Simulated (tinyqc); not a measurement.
MOS inversion layer, Poisson-Schroedinger loop: effect of the sheet density of depletion charge.

Electrons confined at an insulator interface at z = 0, treated as a hard wall; parabolic valleys, Hartree approximation, no image or exchange terms. The depletion charge lies far deeper than the electrons and gives a uniform field q Nd/(eps0 eps_r); the gate balances all charge. Energies are counted from the band edge at the interface.

Schroedinger equation -(C/mz) psi'' + (V0 + U) psi = E psi, C = hbar^2/(2 m0), psi(0) = 0, on a uniform mesh of 800 nodes with a far wall at 26 nm, 8 levels a set; V0 = q Nd z/(eps0 eps_r); dU/dz = q (Ns - integral of n from 0 to z)/(eps0 eps_r), U(0) = 0; N_k = g md m0 q Vt/(pi hbar^2) ln(1 + exp((EF - E_k)/Vt)), g the number of valleys of the set, sum N_k = Ns. Triangular well: E_k = a_k (C F^2/mz)^(1/3), a_1 = 2.338107, a_2 = 4.087949, C = hbar^2/(2 m0), F in eV/nm. Fang-Howard (all electrons in the lowest level of set A): b^3 = 6 (mz1/C) q (Nd + 11 Ns/32)/(eps0 eps_r), centroid 3/b, level C b^2/(4 mz1) + (3/b) q (Nd + 11 Ns/16)/(eps0 eps_r). The centroid adds 3.9 z_av/eps_r to an oxide-equivalent thickness. Shares under 0.0001 % are printed as 0.

Inputs (values chosen for the exercise); masses and permittivity close to those of silicon (111):
```
symbol,value,unit,meaning
T,77,K,temperature
eps_r,11.6,,relative permittivity
mz1,0.258,m0,mass along z of valley set A (6 valley(s))
md1,0.362,m0,in-plane density-of-states mass of set A
Ns,5.7e12,cm^-2,sheet density of electrons
```

Constants: q = 1.602176634e-19 C, kB = 1.380649e-23 J/K, hbar = 1.054571817e-34 J s, m0 = 9.1093837015e-31 kg, Vt = kB T/q, eps0 = 8.8541878128e-14 F/cm where lengths are in cm, hbar^2/(2 m0) = 0.0380998212 eV nm^2. Results are converted to the units shown.

Effect of the sheet density of depletion charge:
```
Nd (cm^-2),A1 (meV),A2 (meV),EF (meV),share of A1 (%),share of A2 (%),centroid z_av (nm),added oxide equivalent (nm),Fang-Howard centroid (nm)
1e11,213,255,216,99.7,0.292,2.63,0.885,2.75
1.7e11,215,262,218,99.8,0.147,2.59,0.869,2.71
3.1e11,219,273,222,100,0.0438,2.52,0.846,2.66
5.3e11,225,290,228,100,0.00894,2.43,0.817,2.58
9.4e11,237,318,240,100,7.74e-4,2.30,0.774,2.45
1.6e12,255,358,258,100,0,2.15,0.721,2.29
2.9e12,290,429,293,100,0,1.93,0.650,2.06
5e12,342,530,345,100,0,1.72,0.577,1.83
```

What does the table show?

As Nd goes from 1e11 to 5e12, A1 rises from 213 to 342 meV, the share of A1 stays near 99.9 % and the centroid falls from 2.63 to 1.72 nm. A1 goes as Nd^(0.31) between the last two rows (a triangular well in the field of that charge alone gives 2/3). The Fang-Howard centroid is 4.3 % above the full one in the first row, where A1 holds 99.7 %, and 6.6 % above it in the last, where A1 holds 100 %.

Numbers from tinyqc (`OMP_NUM_THREADS=1 python tinyqc.py 2160145 2160146 out.jsonl`; about 0.8 s on one thread of a shared Intel Xeon 2.30GHz).
